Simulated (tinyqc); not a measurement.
Hueckel theory of the pi electrons with the omega technique, for the molecule Fc1cccc2ccccc12 (SMILES; centres numbered as the heavy atoms are written), step by step. Computed by tinyqc, a small Python program that keeps every step. Settings: charge = 0, omega = 1.0, damping = 0.7. Command: `OMP_NUM_THREADS=1 python tinyqc.py 24361 24362 out.jsonl` (the two numbers bound the seeds that draw the settings). One thread of a shared host (Intel(R) Xeon(R) Processor @ 2.60GHz), about 0.01 s of CPU time with the checks.

## The Hueckel matrix

Centres:
```
centre  z_r, pi electrons of the neutral centre         h
1F                                            2  2.830000
2C                                            1  0.000000
3C                                            1  0.000000
4C                                            1  0.000000
5C                                            1  0.000000
6C                                            1  0.000000
7C                                            1  0.000000
8C                                            1  0.000000
9C                                            1  0.000000
10C                                           1  0.000000
11C                                           1  0.000000
```

Bonds:
```
i    j         k
1    2  0.780000
2    3         1
3    4         1
4    5         1
5    6         1
6    7         1
7    8         1
8    9         1
9   10         1
10  11         1
11   2         1
11   6         1
```

H_rr = alpha + h_r beta, H_rs = k_rs beta for bonded centres.

Hueckel matrix in units of beta (H = alpha + beta A), order 1F, 2C, 3C, 4C, 5C, 6C, 7C, 8C, 9C, 10C, 11C:
```
[[2.830000, 0.780000, 0.000000, 0.000000, 0.000000, 0.000000, 0.000000, 0.000000, 0.000000, 0.000000, 0.000000],
 [0.780000, 0.000000, 1.000000, 0.000000, 0.000000, 0.000000, 0.000000, 0.000000, 0.000000, 0.000000, 1.000000],
 [0.000000, 1.000000, 0.000000, 1.000000, 0.000000, 0.000000, 0.000000, 0.000000, 0.000000, 0.000000, 0.000000],
 [0.000000, 0.000000, 1.000000, 0.000000, 1.000000, 0.000000, 0.000000, 0.000000, 0.000000, 0.000000, 0.000000],
 [0.000000, 0.000000, 0.000000, 1.000000, 0.000000, 1.000000, 0.000000, 0.000000, 0.000000, 0.000000, 0.000000],
 [0.000000, 0.000000, 0.000000, 0.000000, 1.000000, 0.000000, 1.000000, 0.000000, 0.000000, 0.000000, 1.000000],
 [0.000000, 0.000000, 0.000000, 0.000000, 0.000000, 1.000000, 0.000000, 1.000000, 0.000000, 0.000000, 0.000000],
 [0.000000, 0.000000, 0.000000, 0.000000, 0.000000, 0.000000, 1.000000, 0.000000, 1.000000, 0.000000, 0.000000],
 [0.000000, 0.000000, 0.000000, 0.000000, 0.000000, 0.000000, 0.000000, 1.000000, 0.000000, 1.000000, 0.000000],
 [0.000000, 0.000000, 0.000000, 0.000000, 0.000000, 0.000000, 0.000000, 0.000000, 1.000000, 0.000000, 1.000000],
 [0.000000, 1.000000, 0.000000, 0.000000, 0.000000, 1.000000, 0.000000, 0.000000, 0.000000, 1.000000, 0.000000]]
```

## Orbitals, round 1

pi electrons, sum of z_r less the charge = 12

Diagonalise; E = alpha + x beta with beta < 0, so the largest x are filled first; degenerate levels share their electrons. P = sum n_i c_ri c_si; each orbital has its largest coefficient positive (the first on a tie).

x values: [3.096965, 2.242684, 1.593541, 1.246331, 1.000000, 0.568899, -0.649207, -1.000000, -1.326592, -1.628482, -2.314140]

occupations: [2.000000, 2.000000, 2.000000, 2.000000, 2.000000, 2.000000, 0.000000, 0.000000, 0.000000, 0.000000, 0.000000]

coefficients, order 1F, 2C, 3C, 4C, 5C, 6C, 7C, 8C, 9C, 10C, 11C:
```
[[0.924023, -0.246141, -0.117450, 0.176284, 0.000000, 0.145949, 0.093387, 0.000000, -0.076009, 0.050812, 0.048407],
 [0.316259, 0.185337, 0.186182, -0.357918, 0.000000, -0.423085, -0.416555, 0.000000, 0.405051, -0.290443, -0.319247],
 [0.118376, 0.179539, 0.406433, -0.214865, 0.408248, -0.309984, 0.227750, 0.408248, -0.146651, 0.427897, 0.237702],
 [0.050347, 0.217312, 0.461486, 0.090126, 0.408248, 0.246735, 0.268699, -0.408248, -0.210505, -0.406380, -0.230828],
 [0.037547, 0.307824, 0.328963, 0.327191, 0.000000, 0.450352, -0.402191, 0.000000, 0.425905, 0.233885, 0.296467],
 [0.065936, 0.473040, 0.062730, 0.317663, -0.408248, 0.009469, -0.007594, 0.408248, -0.354497, 0.025503, -0.455237],
 [0.026324, 0.324954, -0.210867, 0.437444, 0.000000, -0.400416, 0.437282, 0.000000, 0.375767, -0.280866, 0.293693],
 [0.015589, 0.255728, -0.398755, 0.227537, 0.408248, -0.237266, -0.276292, -0.408248, -0.143992, 0.431882, -0.224409],
 [0.021954, 0.248563, -0.424566, -0.153857, 0.408248, 0.265436, -0.257911, 0.408248, -0.184748, -0.422447, 0.225622],
 [0.052401, 0.301721, -0.277808, -0.419294, 0.000000, 0.388272, 0.443730, 0.000000, 0.389078, 0.256064, -0.297711],
 [0.140330, 0.428102, -0.018133, -0.368722, -0.408248, -0.044549, -0.030161, -0.408248, -0.331399, 0.005451, 0.463324]]
```

charge and bond-order matrix P, order 1F, 2C, 3C, 4C, 5C, 6C, 7C, 8C, 9C, 10C, 11C:
```
[[1.961153, 0.199801, -0.131329, -0.018541, 0.087394, -0.010990, -0.024440, 0.007551, 0.041174, -0.020930, -0.090156],
 [0.199801, 0.952279, 0.708874, 0.010943, -0.354943, 0.005000, 0.084264, -0.005943, -0.166539, 0.013141, 0.542335],
 [-0.131329, 0.708874, 1.040717, 0.606714, -0.032982, -0.239253, 0.011773, 0.154034, -0.015776, -0.165607, 0.024942],
 [-0.018541, 0.010943, 0.606714, 0.996792, 0.722404, -0.001268, -0.169484, 0.001940, 0.154965, -0.003975, -0.238321],
 [0.087394, -0.354943, -0.032982, 0.722404, 1.028506, 0.553852, -0.011101, -0.168552, 0.013741, 0.082251, -0.019241],
 [-0.010990, 0.005000, -0.239253, -0.001268, 0.553852, 0.999432, 0.554784, 0.000700, -0.241266, -0.001526, 0.519481],
 [-0.024440, 0.084264, 0.011773, -0.169484, -0.011101, 0.554784, 1.004885, 0.724267, -0.005425, -0.361765, 0.006348],
 [0.007551, -0.005943, 0.154034, 0.001940, -0.168552, 0.000700, 0.724267, 0.998760, 0.603769, 0.002449, -0.242198],
 [0.041174, -0.166539, -0.015776, 0.154965, 0.013741, -0.241266, -0.005425, 0.603769, 1.006634, 0.723336, -0.009142],
 [-0.020930, 0.013141, -0.165607, -0.003975, 0.082251, -0.001526, -0.361765, 0.002449, 0.723336, 0.995043, 0.557729],
 [-0.090156, 0.542335, 0.024942, -0.238321, -0.019241, 0.519481, 0.006348, -0.242198, -0.009142, 0.557729, 1.015800]]
```

## Omega technique, round 1

h_r = h_r(0) + omega q_r, omega = 1, with q_r = z_r - P_rr; 0.7 of the old diagonal is kept.

matrix after round 1, order 1F, 2C, 3C, 4C, 5C, 6C, 7C, 8C, 9C, 10C, 11C:
```
[[2.841654, 0.780000, 0.000000, 0.000000, 0.000000, 0.000000, 0.000000, 0.000000, 0.000000, 0.000000, 0.000000],
 [0.780000, 0.014316, 1.000000, 0.000000, 0.000000, 0.000000, 0.000000, 0.000000, 0.000000, 0.000000, 1.000000],
 [0.000000, 1.000000, -0.012215, 1.000000, 0.000000, 0.000000, 0.000000, 0.000000, 0.000000, 0.000000, 0.000000],
 [0.000000, 0.000000, 1.000000, 0.000962, 1.000000, 0.000000, 0.000000, 0.000000, 0.000000, 0.000000, 0.000000],
 [0.000000, 0.000000, 0.000000, 1.000000, -0.008552, 1.000000, 0.000000, 0.000000, 0.000000, 0.000000, 0.000000],
 [0.000000, 0.000000, 0.000000, 0.000000, 1.000000, 0.000170, 1.000000, 0.000000, 0.000000, 0.000000, 1.000000],
 [0.000000, 0.000000, 0.000000, 0.000000, 0.000000, 1.000000, -0.001465, 1.000000, 0.000000, 0.000000, 0.000000],
 [0.000000, 0.000000, 0.000000, 0.000000, 0.000000, 0.000000, 1.000000, 0.000372, 1.000000, 0.000000, 0.000000],
 [0.000000, 0.000000, 0.000000, 0.000000, 0.000000, 0.000000, 0.000000, 1.000000, -0.001990, 1.000000, 0.000000],
 [0.000000, 0.000000, 0.000000, 0.000000, 0.000000, 0.000000, 0.000000, 0.000000, 1.000000, 0.001487, 1.000000],
 [0.000000, 1.000000, 0.000000, 0.000000, 0.000000, 1.000000, 0.000000, 0.000000, 0.000000, 1.000000, -0.004740]]
```

## Orbitals, round 2

As before.

x values: [3.108086, 2.241777, 1.591225, 1.246397, 0.997099, 0.568757, -0.648691, -1.002913, -1.326498, -1.630121, -2.315118]

occupations: [2.000000, 2.000000, 2.000000, 2.000000, 2.000000, 2.000000, 0.000000, 0.000000, 0.000000, 0.000000, 0.000000]

coefficients, order 1F, 2C, 3C, 4C, 5C, 6C, 7C, 8C, 9C, 10C, 11C:
```
[[0.924783, -0.243928, -0.117804, 0.175772, -0.000243, 0.146172, 0.092721, 0.000123, -0.075764, 0.049960, 0.047974],
 [0.315887, 0.187599, 0.188853, -0.359489, 0.000574, -0.425940, -0.414906, -0.000605, 0.404866, -0.286424, -0.317170],
 [0.117094, 0.179456, 0.405260, -0.211724, 0.407715, -0.308105, 0.229988, -0.408844, -0.150829, 0.429305, 0.238247],
 [0.049481, 0.216894, 0.460957, 0.093010, 0.410939, 0.246939, 0.268524, 0.405645, -0.206635, -0.408151, -0.231490],
 [0.036649, 0.306564, 0.327783, 0.327562, 0.001637, 0.448316, -0.404436, 0.001626, 0.425128, 0.236424, 0.297903],
 [0.064740, 0.472975, 0.063422, 0.318063, -0.409293, 0.011877, -0.009629, -0.407262, -0.353661, 0.024774, -0.455642],
 [0.025702, 0.324984, -0.211306, 0.437114, -0.002711, -0.399496, 0.437908, -0.002471, 0.376988, -0.279545, 0.293882],
 [0.015181, 0.256042, -0.399968, 0.227395, 0.406586, -0.239679, -0.273797, 0.409737, -0.145861, 0.430509, -0.224298],
 [0.021476, 0.248911, -0.424984, -0.153774, 0.407966, 0.263266, -0.260197, -0.408612, -0.183450, -0.422397, 0.225478],
 [0.051610, 0.302455, -0.277122, -0.419365, 0.001009, 0.389937, 0.442066, -0.000748, 0.388842, 0.257209, -0.297261],
 [0.138857, 0.428676, -0.015569, -0.368297, -0.406962, -0.042067, -0.027225, 0.409363, -0.332926, 0.002733, 0.463159]]
```

charge and bond-order matrix P, order 1F, 2C, 3C, 4C, 5C, 6C, 7C, 8C, 9C, 10C, 11C:
```
[[1.961730, 0.197341, -0.131159, -0.018212, 0.087211, -0.010461, -0.024347, 0.007075, 0.041126, -0.020235, -0.090212],
 [0.197341, 0.962601, 0.709539, 0.009982, -0.355437, 0.003047, 0.084403, -0.004261, -0.166804, 0.010751, 0.542850],
 [-0.131159, 0.709539, 1.032277, 0.606589, -0.029341, -0.239429, 0.010260, 0.154215, -0.014536, -0.165854, 0.023785],
 [-0.018212, 0.009982, 0.606589, 1.000948, 0.722491, -0.001308, -0.169507, 0.001926, 0.155016, -0.003774, -0.238415],
 [0.087211, -0.355437, -0.029341, 0.722491, 1.022106, 0.553998, -0.009231, -0.168707, 0.012230, 0.082452, -0.017526],
 [-0.010461, 0.003047, -0.239429, -0.001308, 0.553998, 1.001490, 0.554732, -0.000432, -0.241190, -0.000694, 0.519361],
 [-0.024347, 0.084403, 0.010260, -0.169507, -0.009231, 0.554732, 1.003197, 0.724323, -0.004502, -0.361828, 0.006185],
 [0.007075, -0.004261, 0.154215, 0.001926, -0.168707, -0.000432, 0.724323, 1.000457, 0.603687, 0.001308, -0.242074],
 [0.041126, -0.166804, -0.014536, 0.155016, 0.012230, -0.241190, -0.004502, 0.603687, 1.004841, 0.723443, -0.008332],
 [-0.020235, 0.010751, -0.165854, -0.003774, 0.082452, -0.000694, -0.361828, 0.001308, 0.723443, 0.997717, 0.557546],
 [-0.090212, 0.542850, 0.023785, -0.238415, -0.017526, 0.519361, 0.006185, -0.242074, -0.008332, 0.557546, 1.012634]]
```

## Omega technique, round 2

As before.

matrix after round 2, order 1F, 2C, 3C, 4C, 5C, 6C, 7C, 8C, 9C, 10C, 11C:
```
[[2.849639, 0.780000, 0.000000, 0.000000, 0.000000, 0.000000, 0.000000, 0.000000, 0.000000, 0.000000, 0.000000],
 [0.780000, 0.021241, 1.000000, 0.000000, 0.000000, 0.000000, 0.000000, 0.000000, 0.000000, 0.000000, 1.000000],
 [0.000000, 1.000000, -0.018234, 1.000000, 0.000000, 0.000000, 0.000000, 0.000000, 0.000000, 0.000000, 0.000000],
 [0.000000, 0.000000, 1.000000, 0.000389, 1.000000, 0.000000, 0.000000, 0.000000, 0.000000, 0.000000, 0.000000],
 [0.000000, 0.000000, 0.000000, 1.000000, -0.012618, 1.000000, 0.000000, 0.000000, 0.000000, 0.000000, 0.000000],
 [0.000000, 0.000000, 0.000000, 0.000000, 1.000000, -0.000328, 1.000000, 0.000000, 0.000000, 0.000000, 1.000000],
 [0.000000, 0.000000, 0.000000, 0.000000, 0.000000, 1.000000, -0.001985, 1.000000, 0.000000, 0.000000, 0.000000],
 [0.000000, 0.000000, 0.000000, 0.000000, 0.000000, 0.000000, 1.000000, 0.000123, 1.000000, 0.000000, 0.000000],
 [0.000000, 0.000000, 0.000000, 0.000000, 0.000000, 0.000000, 0.000000, 1.000000, -0.002846, 1.000000, 0.000000],
 [0.000000, 0.000000, 0.000000, 0.000000, 0.000000, 0.000000, 0.000000, 0.000000, 1.000000, 0.001726, 1.000000],
 [0.000000, 1.000000, 0.000000, 0.000000, 0.000000, 1.000000, 0.000000, 0.000000, 0.000000, 1.000000, -0.007108]]
```

## Convergence

Each round sets h_r = h_r(0) + omega (z_r - P_rr), keeping the share named as damping of the old diagonal; repeat until output and input diagonals agree to 1e-6.

Rounds:
```
round    sum n x  largest |h(out) - h(in)|
1      19.496841                  4.77e-02
2      19.506683                  2.66e-02
3      19.513819                  1.83e-02
4      19.518859                  1.26e-02
5      19.522387                  8.73e-03
6      19.524846                  6.04e-03
7      19.526558                  4.18e-03
8      19.527748                  2.90e-03
9      19.528575                  2.01e-03
10     19.529149                  1.39e-03
11     19.529548                  9.65e-04
12     19.529825                  6.70e-04
13     19.530017                  4.64e-04
14     19.530151                  3.22e-04
15     19.530243                  2.24e-04
16     19.530307                  1.55e-04
17     19.530352                  1.08e-04
18     19.530383                  7.47e-05
19     19.530404                  5.18e-05
20     19.530419                  3.59e-05
21     19.530430                  2.49e-05
22     19.530437                  1.73e-05
23     19.530442                  1.20e-05
24     19.530445                  8.33e-06
25     19.530448                  5.78e-06
26     19.530449                  4.01e-06
27     19.530451                  2.78e-06
28     19.530451                  1.93e-06
29     19.530452                  1.34e-06
30     19.530452                  9.30e-07
```

Converged in 30 rounds.

## Energy, charges, bond orders

final x values: [3.131191, 2.240310, 1.587480, 1.245861, 0.992390, 0.567994, -0.649253, -1.007623, -1.327546, -1.633285, -2.317520]

occupations: [2.000000, 2.000000, 2.000000, 2.000000, 2.000000, 2.000000, 0.000000, 0.000000, 0.000000, 0.000000, 0.000000]

final P, order 1F, 2C, 3C, 4C, 5C, 6C, 7C, 8C, 9C, 10C, 11C:
```
[[1.962562, 0.194274, -0.130537, -0.017840, 0.086620, -0.009884, -0.024113, 0.006590, 0.040884, -0.019484, -0.089981],
 [0.194274, 0.972505, 0.710202, 0.009351, -0.355880, 0.001144, 0.084508, -0.002736, -0.167040, 0.008664, 0.543369],
 [-0.130537, 0.710202, 1.024639, 0.606457, -0.025265, -0.239578, 0.008622, 0.154370, -0.013006, -0.166081, 0.022011],
 [-0.017840, 0.009351, 0.606457, 1.003090, 0.722570, -0.001062, -0.169527, 0.001958, 0.155061, -0.003862, -0.238506],
 [0.086620, -0.355880, -0.025265, 0.722570, 1.017141, 0.554114, -0.007783, -0.168832, 0.010955, 0.082622, -0.015918],
 [-0.009884, 0.001144, -0.239578, -0.001062, 0.554114, 1.002574, 0.554697, -0.001464, -0.241128, 0.000369, 0.519249],
 [-0.024113, 0.084508, 0.008622, -0.169527, -0.007783, 0.554697, 1.002755, 0.724363, -0.004009, -0.361874, 0.006037],
 [0.006590, -0.002736, 0.154370, 0.001958, -0.168832, -0.001464, 0.724363, 1.001279, 0.603622, 0.000422, -0.241964],
 [0.040884, -0.167040, -0.013006, 0.155061, 0.010955, -0.241128, -0.004009, 0.603622, 1.004042, 0.723533, -0.007687],
 [-0.019484, 0.008664, -0.166081, -0.003862, 0.082622, 0.000369, -0.361874, 0.000422, 0.723533, 0.999337, 0.557375],
 [-0.089981, 0.543369, 0.022011, -0.238506, -0.015918, 0.519249, 0.006037, -0.241964, -0.007687, 0.557375, 1.010074]]
```

E = sum n x; q_r = z_r - P_rr; bond order p = P_rs; free valence = sqrt(3) - sum of p over the bonds of the atom.

pi energy = 12 alpha + this times beta = 19.530452

pi charges: [0.037438, 0.027495, -0.024639, -0.003090, -0.017141, -0.002574, -0.002755, -0.001279, -0.004042, 0.000663, -0.010074]

Bond orders and lengths from R = 1.517 - 0.180 p (angstrom, C-C alone):
```
bond          p         R
1-2    0.194274         -
2-3    0.710202  1.389164
3-4    0.606457  1.407838
4-5    0.722570  1.386937
5-6    0.554114  1.417259
6-7    0.554697  1.417155
7-8    0.724363  1.386615
8-9    0.603622  1.408348
9-10   0.723533  1.386764
10-11  0.557375  1.416672
11-2   0.543369  1.419194
11-6   0.519249  1.423535
```

free valence of the carbons: [0.284207, 0.415393, 0.403024, 0.455367, 0.103991, 0.452992, 0.404067, 0.404896, 0.451143, 0.112057]

gap between the highest filled and the next level = 1.217247 |beta|
